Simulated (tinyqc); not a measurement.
## Length offset and series resistance from crossing lines

Inverse problem. R_total = Rs + k (L - dL)/Vo with constant Rs, dL and k. Find k, dL and Rs.

R_total at (L, Vo) = (60, 0.37), (120, 0.37), (60, 0.85) and (120, 0.85), L in nm and Vo in V (ohm um): 222.97297  385.13514  159.17647  229.76471

Answer. At each overdrive R is a straight line in L with slope k/Vo; the two lines cross at L = dL, R = Rs.

k = 1.00 ohm um V/nm
dL = 18.2 nm
Rs = 110 ohm um

Numbers from tinyqc (`OMP_NUM_THREADS=1 python tinyqc.py 2282090 2282091 out.jsonl`; about 0.06 s on one thread of a shared Intel Xeon 2.30GHz).
